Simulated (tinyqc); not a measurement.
Admittance spectroscopy of a deep trap: admittance against temperature.

Schottky contact on an n-type layer with shallow donors Nd (all ionised) and a donor-like deep trap, neutral when filled and positive when empty; depletion approximation. Traps within lam of the depletion edge stay filled. The traps at xt = W - lam, where the level crosses the Fermi level, follow a slow signal and not a fast one. w = 2 pi f.

Emission rate en = sn vth(T) Nc(T) exp(-Et/kB T) = sn g T^2 exp(-Et/kB T), g = vth Nc/(300 K)^2, as vth goes as T^0.5 and Nc as T^1.5 (degeneracy factor 1). lam = sqrt(2 eps0 eps_r (EF - ET)/(q Nd)), EF - ET = Et - (kB T/q) ln(Nc(T)/Nd), Nc(T) = Nc (T/300 K)^1.5. In the steady state at the band bending V, 2 eps0 eps_r V/q = Nd W^2 + Nt (W - lam)^2 (the second term only if W > lam). V = Vbi + Vr. C_HF = eps0 eps_r/W, C_LF = eps0 eps_r (Nd + Nt)/(Nd W + Nt xt). Inflection frequency w0 = 2 en [1 + Nt xt/(Nd W)]; C = C_HF + (C_LF - C_HF)/(1 + (w/w0)^2), G/w = (C_LF - C_HF)(w/w0)/(1 + (w/w0)^2).

Values chosen for this exercise; material values close to those of 4H silicon carbide: relative permittivity eps_r = 9.54; conduction-band density of states at 300 K Nc = 1.73e19 cm^-3; thermal velocity at 300 K vth = 2e7 cm/s; shallow donor density Nd = 4.6e16 cm^-3; built-in voltage Vbi = 1.19 V; depth of the trap below the conduction edge Et = 0.38 eV; capture cross-section sn = 2.9e-14 cm^2; trap density Nt = 1.5e15 cm^-3; reverse bias Vr = 1.7 V; signal frequency f = 3000 Hz.

Constants: q = 1.602176634e-19 C, kB = 1.380649e-23 J/K, eps0 = 8.8541878128e-14 F/cm where lengths are in cm. Results are converted to the units shown.

Result of one run:

| w0/(2 pi) (Hz) | C (nF/cm^2) | G/w (nF/cm^2) |
|---|---|---|
| 4.582e4 | 33.40 | 0.02074 |

Which temperature T gave this result: 179, 206, 223, 241 or 249 K?

T = 249 K.

The whole series:

| T (K) | w0/(2 pi) (Hz) | C (nF/cm^2) | G/w (nF/cm^2) |
|---|---|---|---|
| 179 | 23.24 | 33.06 | 0.002655 |
| 188 | 83.39 | 33.06 | 0.009435 |
| 197 | 267.4 | 33.07 | 0.02977 |
| 206 | 777.5 | 33.09 | 0.08102 |
| 214 | 1868 | 33.16 | 0.1484 |
| 223 | 4660 | 33.30 | 0.1491 |
| 232 | 1.086e4 | 33.38 | 0.08323 |
| 241 | 2.384e4 | 33.39 | 0.03977 |
| 249 | 4.582e4 | 33.40 | 0.02074 |
| 258 | 9.125e4 | 33.40 | 0.01033 |
| 267 | 1.739e5 | 33.39 | 0.005367 |

G/w goes from 0.00265 through a maximum of 0.149 (at T = 223 K among the rows listed) to 0.00537 nF/cm^2, where w0 passes the signal: w0/(2 pi) rises from 23.2 to 1.74e5 Hz. C goes from 33.06 through a maximum of 33.40 (at T = 249 and 258 K among the rows listed) to 33.39 nF/cm^2.

Computed by the program tinyqc: `OMP_NUM_THREADS=1 python tinyqc.py 2050166 2050167 out.jsonl`, one thread of a shared Intel Xeon 2.30GHz, about 0.01 s for the whole run.
